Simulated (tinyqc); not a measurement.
Sheet resistance and Hall data of a diffused or implanted layer. Which input was changed? Computed by tinyqc, a small Python program. Command: `OMP_NUM_THREADS=1 python tinyqc.py 3025749 3025750 out.jsonl layer which`. One thread of a shared host (Intel(R) Xeon(R) Processor @ 2.30GHz), about 0.4 s of CPU time with the checks.

Carriers are taken equal to the net active doping down to the junction (full ionisation, which deep dopants in wide-gap hosts do not reach; no spill-over, no depletion), and the Hall factor is 1.

Inputs (values chosen for the exercise, modelled on silicon in GaN):
```
quantity                                 value        unit
mu_min                                    52.8  cm^2/(V s)
mu_max                                    1030  cm^2/(V s)
N_ref                                  1.8e+17      1/cm^3
exponent alpha                            0.97           -
peak concentration N_0                   2e+20      1/cm^3
length scale l                              13          nm
background doping N_B (opposite type)  1.4e+17      1/cm^3
solubility limit N_s                   7.8e+19      1/cm^3
```

Profile: complementary error function. Activation: limited by solubility.

Constants: e = 1.602176634e-19 C.

Method:
- N(x) = N_0 erfc(x/l), dose N_0 l/sqrt(pi), junction x_j = l erfc^-1(N_B/N_0).
- Mobility mu = mu_min + (mu_max - mu_min)/(1 + (N_t/N_ref)^alpha), N_t = active doping + N_B; carriers n = active doping - N_B, active doping min(N, N_s).
- Integrals from x_0 (0 unless stated) to x_j by the midpoint rule on 400 even intervals: 1/R_s = e int n mu dx; sheet density n_s = int n dx; Hall sheet density (int n mu dx)^2/int n mu^2 dx; Hall mobility int n mu^2 dx/int n mu dx.
- Mean conductivity 1/(R_s x_j); mean mobility 1/(e n_s R_s).

Task: One of these inputs alone was changed, within the range given: length scale l (6.5 to 26); background doping N_B (opposite type) (7e+16 to 2.8e+17); mu_min (26.4 to 105.6); solubility limit N_s (3.9e+19 to 1.56e+20). Which one, and to what value?

Results:
```
run     Hall sheet density (1/cm^2)  junction depth x_j (nm)  sheet resistance R_s (ohm)
before                 9.703439e+13                 31.15833                    1065.455
after                  1.164413e+14                 37.38999                     887.879
```

Result:

Each candidate set to reproduce Hall sheet density, and what it then gives:
```
candidate                                            range searched  value needed  junction depth x_j (nm)  sheet resistance R_s (ohm)
length scale l (nm)                                       6.5 to 26         15.60                   37.390                      887.88
background doping N_B (opposite type) (1/cm^3)     7e+16 to 2.8e+17  out of reach                        -                           -
mu_min (cm^2/(V s))                                   26.4 to 105.6  out of reach                        -                           -
solubility limit N_s (1/cm^3)                   3.9e+19 to 1.56e+20      1.070e20                   31.158                      905.00
```

Only length scale l fits every result: it went from 13 to 15.6 nm. The next best candidate, solubility limit N_s, misses one result by 17 %.
